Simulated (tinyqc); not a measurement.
Inside a calculation. Model: avalanche multiplication and breakdown of a junction from ionisation integrals. Computed by tinyqc, a small Python program that keeps every step. Command: `OMP_NUM_THREADS=1 python tinyqc.py 3003965 3003966 out.jsonl impact walk`. One thread of a shared host (Intel(R) Xeon(R) Processor @ 2.30GHz), about 0.01 s of CPU time with the checks. Intermediate numbers are printed to about 5 digits and carried at full precision; extremes and crossings named in words are read from the listed rows.

Ionisation coefficients follow the local field. Position x runs through the depletion layer from the p side (x = 0), where electrons enter, to the n side (x = w), where holes enter. The built-in voltage is neglected.

Inputs (values chosen for the exercise, modelled on InP):
```
quantity                                        value        unit
electron prefactor a_n                       5.59e+06        1/cm
electron field b_n                           3.17e+06        V/cm
hole prefactor a_p                           1.91e+06        1/cm
hole field b_p                               2.25e+06        V/cm
exponent c                                          1           -
permittivity eps                                 12.5           -
drift-layer mobility mu                          4500  cm^2/(V s)
doping N of the lightly doped side            7.1e+14      1/cm^3
layer width W                                      14  micrometre
bias as a fraction of the breakdown voltage      0.78           -
```

Junction: punch-through p+ n- n+.

Constants: e = 1.602176634e-19 C; eps_0 = 8.8541878128e-12 F/m.

## Breakdown

alpha_n = a_n exp(-(b_n/F)^c), alpha_p = a_p exp(-(b_p/F)^c). Field F = F_m - e N x/(eps eps_0) over the layer, w = W, V = F_m W - e N W^2/(2 eps eps_0); valid while F > 0 at x = W. With Phi(x) = int_0^x (alpha_n - alpha_p) dx': 1 - 1/M_n = I_n = int_0^w alpha_n exp(-Phi) dx and M_p = M_n exp(-Phi(w)); trapezoid rule on 401 even points; breakdown at I_n = 1. Solve I_n(F_m) = 1.

critical field F_m = 0.37511 MV/cm

width at breakdown = 14 micrometre

breakdown voltage = 424.43 V

## Coefficients at the critical field

The formulas are those given above.

alpha_n = 1194.7 1/cm

alpha_p = 4742.7 1/cm

ratio k = alpha_p/alpha_n = 3.9699

shorter ionisation length = 2.1085 micrometre

Holes ionise more readily at the peak field.

## Field and integrand below breakdown

Bias V = fraction times the breakdown voltage.

peak field = 0.30841 MV/cm

Every 50th point:
```
x (micrometre)  F (MV/cm)  alpha_n (1/cm)  alpha_p (1/cm)       Phi  I_n up to x
0.00              0.30841      1.9211e+02      1.2962e+03   0.00000     0.000000
1.75              0.29043      1.0165e+02      8.2502e+02  -0.15831     0.027043
3.50              0.27244      4.9448e+01      4.9469e+02  -0.25917     0.042758
5.25              0.25445      2.1725e+01      2.7593e+02  -0.31923     0.050699
7.00              0.23647      8.4220e+00      1.4083e+02  -0.35219     0.054173
8.75              0.21848      2.7933e+00      6.4344e+01  -0.36855     0.055470
10.50             0.20049      7.6001e-01      2.5543e+01  -0.37571     0.055874
12.25             0.18251      1.5999e-01      8.4518e+00  -0.37840     0.055975
14.00             0.16452      2.3956e-02      2.1959e+00  -0.37921     0.055994
```

## Multiplication and noise

M_n = 1/(1 - I_n), M_p = M_n exp(-Phi(w)); McIntyre excess noise for the carrier with the larger M, F_x = k M + (1 - k)(2 - 1/M), with k = (smaller M - 1)/(larger M - 1).

M_n = 1.0593

M_p = 1.5478

effective k = 0.10828

excess noise factor = 1.3749

Injecting holes gives the larger gain and, at equal gain, the lower noise.

## On-resistance of the drift layer

R_on = w/(e mu N) with w the width at breakdown; figure of merit V_B^2/R_on; for a triangular field it equals eps eps_0 mu F_m^3/4.

specific on-resistance = 2.7349 milliohm cm^2

V_B^2/R_on = 65.866 MW/cm^2

eps eps_0 mu F_m^3/4 = 65.718 MW/cm^2

The punch-through design reaches 1.00 times the triangular value at the same peak field; at fixed F_m the best ratio is 32/27 = 1.185.

## Gain against bias and Miller's formula

Miller's exponent n is defined by 1 - 1/M = (V/V_B)^n for the larger M.

Gain:
```
V/V_B   V (V)  F_m (MV/cm)     M_n     M_p  Miller exponent n
0.50   212.21      0.22353  1.0005   1.015             6.0873
0.60   254.66      0.25384  1.0037   1.064             5.4905
0.70   297.10      0.28416  1.0187   1.220             4.8026
0.80   339.54      0.31448  1.0788   1.690             4.0161
0.90   381.99      0.34479  1.3617   3.525             3.1664
0.95   403.21      0.35995  2.0364   7.615             2.7448
0.98   415.94      0.36905  4.1679  20.290             2.5017
0.99   420.18      0.37208  7.7597  41.565             2.4231
```

The larger gain passes 2 between 0.800 and 0.900 of V_B and reaches 41.6 at 0.99. Miller's exponent runs from 2.4 to 6.1, so it is not a constant: a fit holds over a narrow range only. From the first row to the last the voltage grows by a factor 1.98 and the peak field by 1.66.

Checks made by the program: the hole form of the condition, int alpha_p exp(Phi(w) - Phi) dx = 1 (relative difference 5e-06).
